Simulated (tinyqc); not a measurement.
## Gate voltage for a given inversion charge

Problem. p-type body, charge-sheet picture, depletion and inversion only, full ionisation (an idealisation for deep acceptors), Boltzmann statistics (rough once Na exp(x - xn) passes about Nc/7). In units of Vt: xg = (Vg - Vfb)/Vt, x = psi/Vt, G = gamma/sqrt(Vt), xn = (2 phiF + Vc)/Vt. The implicit equation is (xg - x)^2 = G^2 [x - 1 + exp(x - xn)] for x above about 3. Cox = eps0 eox/tox. ni = sqrt(Nc Nv) exp(-Eg/(2 Vt)), Eg in volts; phiF = Vt ln(Na/ni); gamma = sqrt(2 q eps0 eps_r Na)/Cox. N_inv = (Cox Vt G/q) [sqrt(x - 1 + exp(x - xn)) - sqrt(x - 1)]. Find x - xn, psi and Vg.

Values chosen for this exercise; band and dielectric values close to those of 4H silicon carbide:
```
symbol    value   unit                                                                 meaning
T           250      K                                                             temperature
Eg         3.22     eV                                                                band gap
eps_r      9.83                                                          relative permittivity
Nc      1.29e19  cm^-3                                  conduction-band density of states at T
Nv      1.86e19  cm^-3                                     valence-band density of states at T
eox         3.9         relative permittivity of the gate insulator (close to silicon dioxide)
tox         2.6     nm                                                     insulator thickness
Na       5.7e16  cm^-3                                                        acceptor density
Vfb       -0.64      V                                                       flat-band voltage
Vc            1      V                                                    channel-body voltage
```

Constants: q = 1.602176634e-19 C, kB = 1.380649e-23 J/K, Vt = kB T/q, eps0 = 8.8541878128e-14 F/cm where lengths are in cm. Results are converted to the units shown.

N_inv = 9.6e10 cm^-2

Answer. N_inv rises steadily with x, so it fixes x; the implicit equation then gives xg directly.

x - xn = 3.15
psi = 4.05 V
Vg = 3.61 V

tinyqc, about 0.01 s, one thread, Intel Xeon 2.30GHz (shared host): `OMP_NUM_THREADS=1 python tinyqc.py 2122097 2122098 out.jsonl`
